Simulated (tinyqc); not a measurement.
# p-n diode with diffusion and depletion-layer recombination, step by step

Computed by the program tinyqc: `OMP_NUM_THREADS=1 python tinyqc.py 2260145 2260146 out.jsonl`, one thread of a shared Intel Xeon 2.30GHz, about 0.01 s for the whole run. Printed values are rounded.

Abrupt junction in the depletion approximation, low injection, full ionisation, neutral widths fixed, ohmic contact on the p side. Vj is the junction voltage; where a series resistance Rs is given, V = Vj + J Rs is the terminal voltage.

Parameters, values chosen for the exercise; band and dielectric values those of a made-up semiconductor: temperature T = 293 K; band gap Eg = 1.06 eV; relative permittivity eps_r = 9.54; conduction-band density of states at T Nc = 3.22e19 cm^-3; valence-band density of states at T Nv = 2.45e19 cm^-3; acceptor density Na = 6.5e17 cm^-3; donor density Nd = 1.1e16 cm^-3; electron mobility in the p side mun = 230 cm^2/(V s); hole mobility in the n side mup = 350 cm^2/(V s); electron lifetime tn = 1e-7 s; hole lifetime tp = 7e-9 s; neutral width of the p side wp = 25 um; neutral width of the n side wn = 4.4 um; recombination velocity at the n contact Sp = 1e7 cm/s; series resistance Rs = 0.00019 ohm cm^2; trap level above the intrinsic level Et = 0.18 eV; junction voltage at which recombination is evaluated Vj = 0.42 V; terminal voltage V = 0.95 V.

Constants: q = 1.602176634e-19 C, kB = 1.380649e-23 J/K, Vt = kB T/q, eps0 = 8.8541878128e-14 F/cm where lengths are in cm. Results are converted to the units shown.

Range of the model: At the terminal voltage used the injected minority density exceeds a tenth of the lighter doping, so the low-injection formulas overstate the current.

## Diffusion lengths and saturation currents

ni = sqrt(Nc Nv) exp(-Eg/(2 Vt)), Eg in volts; D = mu Vt; Ln = sqrt(Dn tn), Lp = sqrt(Dp tp); J0n = q ni^2 Dn coth(wp/Ln)/(Ln Na); J0p = (q ni^2 Dp/(Lp Nd)) (s + tanh(wn/Lp))/(1 + s tanh(wn/Lp)), s = Sp Lp/Dp.

ni = 2.14876e10 cm^-3
Ln = 7.62051 um
Lp = 2.48716 um
J0n = 8.69735e-13 A/cm^2
J0p = 2.53148e-10 A/cm^2

wp/Ln = 3.3 and wn/Lp = 1.8; holes carry 99.7 % of the diffusion current.

## Recombination in the depleted layer

ni = sqrt(Nc Nv) exp(-Eg/(2 Vt)), Eg in volts. Vbi = Vt ln(Na Nd/ni^2), W = sqrt(2 eps0 eps_r (Vbi - Vj)(1/Na + 1/Nd)/q), xp = W Nd/(Na + Nd), xn = W Na/(Na + Nd); u(x) = q Na (x + xp)^2/(2 eps0 eps_r) for x < 0 and Vbi - Vj - q Nd (xn - x)^2/(2 eps0 eps_r) for x > 0; p = Na exp(-u/Vt), n = Nd exp((u - Vbi + Vj)/Vt); U = ni^2 (exp(Vj/Vt) - 1)/(tp (n + ni exp(Et/Vt)) + tn (p + ni exp(-Et/Vt))); J_scr = q times the integral of U from -xp to xn. Trapezoid rule on 13 equal steps.

W = 183.871 nm

```
point   x (nm)     u (V)   n (cm^-3)   p (cm^-3)  U (cm^-3 s^-1)
0       -3.060  0.000000  1.19047e10      6.5e17      1.19047e17
1       11.084  0.046305  7.45062e10  1.03858e17      7.45048e17
2       25.228  0.094305  4.98688e11  1.55169e16      4.98626e18
3       39.372  0.138132  2.82924e12  2.73503e15      2.82710e19
4       53.516  0.177784  1.36056e13  5.68742e14      1.35383e20
5       67.660  0.213263  5.54588e13  1.39528e14      5.32605e20
6       81.804  0.244567  1.91615e14  4.03835e13      1.38991e21
7       95.948  0.271698  5.61168e14  1.37892e13      1.40826e21
8      110.092  0.294655  1.39304e15  5.55483e12      7.37352e20
9      124.236  0.313438  2.93114e15  2.63995e12      3.69012e20
10     138.380  0.328046  5.22778e15  1.48018e12      2.09532e20
11     152.524  0.338481  7.90321e15  9.79104e11      1.39154e20
12     166.667  0.344742  1.01273e16  7.64077e11      1.08749e20
13     180.811  0.346829      1.1e16  7.03461e11      1.00159e20
```

J_scr = 0.00115891 A/cm^2

With 2000 steps J_scr = 0.001159 A/cm^2; the coarse value is 0.025 % below it. U is largest at x = 95.9 nm among these points; the peak lies where tp n = tn p. On the fine grid U peaks at 1.598e21 cm^-3 s^-1, and J_scr/(q U_max) is 24.6 % of W, the effective width of the recombining zone.

## Starting value

Vj = Vt ln(V/(Rs J0)), the value at which all of V would drop over Rs.

Vj at the start = 0.772886 V

## Iteration 1: new Vj

J0 = J0n + J0p = 2.54018e-10 A/cm^2

Diffusion current alone: J = J0 (exp(Vj/Vt) - 1), g = Vj + J Rs - V, g' = 1 + Rs J0 exp(Vj/Vt)/Vt, Vj(new) = Vj - g/g'.

J = 5000 A/cm^2
g = 0.772886 V
g' = 38.6256
Vj after iteration 1 = 0.752876 V

## Iteration 2: new Vj

As before.

J = 2263.56 A/cm^2
g = 0.232952 V
g' = 18.0335
Vj after iteration 2 = 0.739958 V

## Iteration 3: new Vj

As before.

J = 1357.06 A/cm^2
g = 0.0477996 V
g' = 11.2120
Vj after iteration 3 = 0.735695 V

## Course of the iteration

Stop when the step is below 1e-10 V, or after 80 iterations.

Course of the iteration:
```
iteration  Vj before the step (V)   step (V)
1                        0.772886    -0.0200
2                        0.752876    -0.0129
3                        0.739958   -4.26e-3
4                        0.735695   -3.61e-4
5                        0.735334   -2.33e-6
6                        0.735332  -9.66e-11
```

Converged in 6 iterations.
